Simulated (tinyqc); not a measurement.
From results back to parameters: pi bands of a honeycomb layer in tight binding. Four cases, with inputs chosen for the exercise.

Problem. With nearest hopping t, overlap s0 of neighbours and w the size of the sum of the three phase factors, the levels are -t w/(1 + s0 w) and t w/(1 - s0 w). The levels at Gamma (w = 3) come from hidden t and s0.

Find: t, s0; difference at M (w = 1).

Method. The reciprocals of the sizes add to 2/(3t) and differ by 2 s0/t.

Case 1.

levels at Gamma (eV): lower -6.43879, upper 10.91644

Solution.

t, s0: 2.700  0.086

difference at M (w = 1) = 5.440 eV

Case 2.

levels at Gamma (eV): lower -7.66245, upper 9.51794

Solution.

t, s0: 2.830  0.036

difference at M (w = 1) = 5.667 eV

Case 3.

levels at Gamma (eV): lower -7.55034, upper 11.13861

Solution.

t, s0: 3.000  0.064

difference at M (w = 1) = 6.025 eV

Case 4.

levels at Gamma (eV): lower -7.00658, upper 10.86735

Solution.

t, s0: 2.840  0.072

difference at M (w = 1) = 5.710 eV

Computed by tinyqc, one run a case: `OMP_NUM_THREADS=1 python tinyqc.py N N+1 out.jsonl` with N = 1451029, 1451035, 1451041, 1451193; one thread of a shared Intel(R) Xeon(R) Processor @ 2.30GHz, about 0.01 s a run at most.
